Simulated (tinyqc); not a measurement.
Vacuum evaporation: vapour pressure, source flux, thickness distribution, purity and step coverage: one step, computed by the program tinyqc.

Molecular flow, unit sticking of the metal, no re-evaporation. The background gas is taken as water vapour (18.015 g/mol, collision diameter 0.37 nm) at 300 K.

Question. Vapour pressure and flux. log10(p_v/Pa) = A - B/T; flux from the surface Phi = p_v/sqrt(2 pi m k_B T), m = M u. Mass loss = Phi x area x m; heat of evaporation = ln(10) R B; d ln Phi/dT = ln(10) B/T^2 - 1/(2 T).

Inputs (values chosen for the exercise, modelled on nickel, with constants for the liquid):

| quantity | value | unit |
|---|---|---|
| molar mass M | 58.69 | g/mol |
| vapour-pressure constant A | 11.68 | - |
| vapour-pressure constant B | 20810 | K |
| source temperature T | 1950 | K |
| source area | 4.8 | cm^2 |

Constants: u = 1.6605390666e-27 kg; k_B = 1.380649e-23 J/K; R = 8.314462618 J/(mol K).

Give: vapour pressure p_v; flux Phi; mass loss; heat of evaporation; change of flux per kelvin.

Answer.

vapour pressure p_v = 10.191 Pa

flux Phi = 7.9369e+18 1/(cm^2 s)

mass loss = 13.366 g/h

heat of evaporation = 398.40 kJ/mol

change of flux per kelvin = 1.2345 %/K

Holding the rate to 1 % needs the temperature to about 0.81 K.
